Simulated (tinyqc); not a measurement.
Self-heating of a transistor with one or more fingers, with temperature-dependent conductivity. Changing the width of the heat source w. Computed by tinyqc, a small Python program. Command: `OMP_NUM_THREADS=1 python tinyqc.py 3002943 3002944 out.jsonl selfheat sweep`. One thread of a shared host (Intel(R) Xeon(R) Processor @ 2.30GHz), about 0.07 s of CPU time with the checks.

N long parallel fingers lie on the top face of a slab whose bottom is held at T_0; the top is otherwise insulated, and heat flows in two dimensions. P in W/mm is 1000 P in W/m.

Inputs (values chosen for the exercise, modelled on indium phosphide): conductivity at the base temperature kappa_0 = 62.5 W/(m K); power per gate width P = 0.26 W/mm; fingers N = 1; finger pitch s = 29 micrometre; substrate thickness t = 210 micrometre; phonon free path Lambda = 96 nm.

Power: fixed power.

Method:
- A line source of power P on the top face raises the top at distance x by (P/(pi kappa_0)) g(x), g(x) = -ln tanh(pi x/(4 t)) (the image sum for the slab). On a strip of width w the centre sees the mean of g over the strip, g_0 = 1 + ln(8 t/(pi w)) for w much below t.
- theta_i = (P/(pi kappa_0)) [g_0 + sum over j != i of g(|i - j| s)], with equal powers and constant conductivity; thermal resistance = largest theta/P.
- Near a source smaller than the free path, Fourier's law overstates the flow. Rough estimate: a strip that emits phonons into a half space adds a resistance times area of 4 Lambda/(3 kappa_0), from the ballistic flux C v Delta T/4 with kappa_0 = C v Lambda/3, so Delta T_b = 4 Lambda P/(3 kappa_0 w); Knudsen number Lambda/w.

One run for each value; columns: (1) width of the heat source w (micrometre); (2) thermal resistance (K mm/W); (3) ballistic rise Delta T_b (K); (4) Delta T_b / largest theta; (5) Knudsen number:
```
(1)     (2)    (3)    (4)    (5)
0.03  54.94  17.75  1.242  3.200
0.06  51.41   8.87  0.664  1.600
0.12  47.88   4.44  0.356  0.800
0.24  44.35   2.22  0.192  0.400
0.49  40.72   1.09  0.103  0.196
0.99  37.14   0.54  0.056  0.097
2.00  33.56   0.27  0.031  0.048
4.00  30.03   0.13  0.017  0.024
```

Describe and explain the trends.

Over the rows, thermal resistance (K mm/W) falls from 54.9 to 30.0 (exponent d ln y / d ln x -0.096 between the first rows and -0.16 between the last); ballistic rise Delta T_b (K) falls from 17.7 to 0.133 (exponent d ln y / d ln x about -1.00 throughout); Delta T_b / largest theta falls from 1.24 to 0.0171 (exponent d ln y / d ln x -0.90 between the first rows and -0.84 between the last). The exponent of ballistic rise Delta T_b stays at -1: the ballistic term goes as the flux P/w. The Fourier resistance grows only as ln(1/w), the ballistic term as 1/w, so the latter gains weight for narrow sources; it passes a tenth of the Fourier rise between w = 0.49 and 0.99 micrometre.

Caution (rows 0.0300, 0.0600, 0.120): the source is narrower than two phonon free paths, so the Fourier result understates the rise at the source.

Extremes, crossings and ranges named in words are read from the listed rows.
